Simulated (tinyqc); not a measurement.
Two-step dopant diffusion (predeposition and drive-in) with a constant diffusivity: one step, computed by the program tinyqc. Command: `OMP_NUM_THREADS=1 python tinyqc.py 3029742 3029743 out.jsonl dopdiff walk`. One thread of a shared host (Intel(R) Xeon(R) Processor @ 2.30GHz), about 0.08 s of CPU time with the checks.

Fick diffusion into a half space x > 0 whose background doping C_B is of the opposite type, so that a junction lies where C = C_B.

Question. Drive-in as a Gaussian. With a sealed surface and a thin source, C = Q/sqrt(pi (Dt)2) exp(-x^2/(4 (Dt)2)); x_j = 2 sqrt((Dt)2 ln(C(0)/C_B)); gradient at the junction |dC/dx| = C_B x_j/(2 (Dt)2).

Inputs (values chosen for the exercise, modelled on arsenic in silicon):
```
quantity                        value    unit
surface concentration C_s       1e+20  1/cm^3
background doping C_B         1.1e+14  1/cm^3
predeposition temperature T1      975       C
drive-in temperature T2          1150       C
stand-by temperature              700       C
```

dose Q = 1.418167e+14 1/cm^2

drive-in budget (Dt)2 = 1.697913e-09 cm^2

Give: surface concentration C(0) (Gaussian); junction depth x_j; gradient at the junction.

Answer.

surface concentration C(0) (Gaussian) = 1.9418e+18 1/cm^3

junction depth x_j = 2.5771 um

gradient at the junction = 8.3478e+18 1/cm^4

Caution: C_s exceeds the intrinsic carrier density of silicon at the predeposition temperature (2e18 to 1e19 per cm^3), where real diffusivities rise with concentration and profiles turn box-like.
